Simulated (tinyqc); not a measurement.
Finnis-Sinclair potential for a bcc metal: fit to cohesion and elasticity, then vacancy, surfaces and structure: one step, computed by the program tinyqc.

E = (1/2) sum V(r) - A sqrt(rho), rho = sum phi(r), phi = (r - d)^2 for r < d, V = (r - c)^2 (c0 + c1 r + c2 r^2) for r < c. In bcc the 8 first neighbours lie at sqrt(3) a/2 and the 6 second at a; both cut-offs lie below the third shell; Omega = a^3/2; E is per atom and z the number of atoms in a shell. The four constants A, c0, c1, c2 are fitted to E_c, zero pressure, B and C12 - C44 alone, so C44 and C11 - C12 are not matched singly; defects are unrelaxed.

Question. Three linear equations for c0, c1, c2. With v_k = (r - c)^2 r^k the rows are (1/2) sum z v_k, (1/2) sum z r v_k' and (1/2) sum z r^2 v_k''. With rho1 = sum z r phi' and rho2 = sum z r^2 phi'' the right-hand sides are: -E_c + A sqrt(rho) (cohesion); A rho1/(2 sqrt(rho)) (zero pressure); 9 B Omega + A [rho2/(2 sqrt(rho)) - rho1^2/(4 rho^(3/2))] with B = (C11 + 2 C12)/3.

Inputs (values chosen for the exercise, modelled on tantalum):
```
quantity             value      unit
lattice constant a   3.306  angstrom
cohesive energy E_c   8.11        eV
target C11             269       GPa
target C12             165       GPa
pair cut-off c/a      1.28         -
```

rho = 16.69160 angstrom^2

A = 2.854746 eV/angstrom

rho1 = -90.09232 angstrom^2

rho2 = 262.3113 angstrom^2

Constants: 1 eV/angstrom^3 = 160.2176634 GPa.

Give: matrix; right-hand side.

Answer.

matrix:
```
                  c0       c1       c2
cohesion       10.06    29.95    89.51
pressure      -49.71  -120.50  -278.62
bulk modulus  131.16   103.65  -397.27
```

right-hand side (eV): 3.55  -31.48  209.34
